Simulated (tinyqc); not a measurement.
# Worked calculation: reverse leakage of an n+-p junction: diffusion, generation, trap-assisted and band-to-band tunnelling

Numbers from tinyqc (`OMP_NUM_THREADS=1 python tinyqc.py 2290131 2290132 out.jsonl`; about 0.01 s on one thread of a shared Intel Xeon 2.30GHz). Printed values are rounded.

One-sided abrupt junction in the depletion approximation, x from the junction (0) to W on the p side, field F = F0 (1 - x/W). Flat quasi-Fermi levels, long p side. Traps generate through SRH with both lifetimes shortened by 1 + Gamma (Hurkx enhancement, form for moderate fields); band-to-band generation is local and needs a total bending above Eg.

Parameters, values chosen for the exercise; band and dielectric values close to those of silicon:
- T = 300 K (temperature)
- Eg = 1.12 eV (band gap)
- eps_r = 11.5 (relative permittivity)
- Nc = 2.84e19 cm^-3 (conduction-band density of states at T)
- Nv = 2.61e19 cm^-3 (valence-band density of states at T)
- Na = 2.9e17 cm^-3 (acceptor density of the lighter side)
- Nd = 1e19 cm^-3 (donor density of the heavier side)
- tau = 1e-9 s (SRH lifetime of both carriers at zero field)
- Et = 0 eV (trap level above the intrinsic level)
- mt = 0.26 m0 (tunnelling mass)
- Dn = 16 cm^2/s (electron diffusion coefficient on the lighter side)
- Ab = 6.7e14 cm^-0.5 V^-2.5 s^-1 (band-to-band prefactor)
- Bb = 1.9e7 V/cm (band-to-band field constant)
- VR = 0.9 V (reverse bias)

Constants: q = 1.602176634e-19 C, kB = 1.380649e-23 J/K, hbar = 1.054571817e-34 J s, m0 = 9.1093837015e-31 kg, Vt = kB T/q, eps0 = 8.8541878128e-14 F/cm where lengths are in cm. Results are converted to the units shown.

Range of the model: The n+ side is degenerate, so Vbi from Boltzmann statistics is only a guide.

## Field, scales and diffusion current

ni = sqrt(Nc Nv) exp(-Eg/(2 Vt)), Eg in volts; Vbi = Vt ln(Na Nd/ni^2); W = sqrt(2 eps0 eps_r (Vbi + VR)/(q Na)); F0 = 2 (Vbi + VR)/W; FG = sqrt(24 mt m0 (kB T)^3)/(q hbar); J_diff = q ni^2 sqrt(Dn/tau)(1 - exp(-VR/Vt))/Na.

ni = 1.06511e10 cm^-3
Vbi = 0.976686 V
W = 90.6943 nm
F0 = 413.849 kV/cm
FG = 376.147 kV/cm
J_diff = 7.92792e-12 A/cm^2

## Generation rates across the layer

u = (Vbi + VR)(1 - x/W)^2, p = Na exp(-u/Vt), n = Nd exp((u - Vbi - VR)/Vt); G0 = ni^2 (1 - exp(-VR/Vt))/(tau (n + p + 2 ni cosh(Et/Vt))); Gamma = 2 sqrt(3 pi)(F/FG) exp((F/FG)^2); trap-assisted part G0 Gamma; G_bb = Ab F^2.5 exp(-Bb/F) with F in V/cm, zero unless Vbi + VR > Eg, and counted as zero under 1 cm^-3 s^-1. 12 equal steps.

```
point   x (nm)  F (kV/cm)     Gamma  G0 (cm^-3 s^-1)  G0 Gamma (cm^-3 s^-1)  G_bb (cm^-3 s^-1)
0       0.0000    413.849   22.6657       1.13445e10             2.57132e11          8.50181e8
1       7.5579    379.361   17.1243       1.23095e15             2.10791e16          1.05301e7
2      15.1157    344.874   13.0482       4.80111e18             6.26460e19            55440.2
3      22.6736    310.387   10.0099       5.32550e18             5.33076e19            93.5281
4      30.2314    275.899   7.71280       5.32554e18             4.10748e19                  0
5      37.7893    241.412   5.94919       5.32418e18             3.16746e19                  0
6      45.3471    206.924   4.57141       4.51797e18             2.06535e19                  0
7      52.9050    172.437   3.47304       1.13875e17             3.95494e17                  0
8      60.4629    137.950   2.57598       1.24532e15             3.20792e15                  0
9      68.0207    103.462   1.82158       3.65443e13             6.65684e13                  0
10     75.5786     68.975   1.16440       2.93858e12             3.42168e12                  0
11     83.1364     34.487  0.567701       6.47629e11             3.67660e11                  0
12     90.6943      0.000         0       3.91191e11                      0                  0
```

## Current components

Each current is q times the trapezoid sum of its rate; J adds J_diff; J_bb under 1e-8 of the sum is given as 0.

J_SRH = 3.07699e-6 A/cm^2
J_TAT = 2.54019e-5 A/cm^2
J_bb = 0 A/cm^2
J = 2.84788e-5 A/cm^2

A fine grid gives J = 2.646e-5 A/cm^2; the coarse sum is 7.6 % above it. On the fine grid the largest part is trap-assisted tunnelling (89.0 %). The simple estimate q ni W/(2 tau cosh(Et/Vt)) is 2.66 times the fine-grid J_SRH of 2.912e-6 A/cm^2, since near both edges n or p is large enough to quench generation.
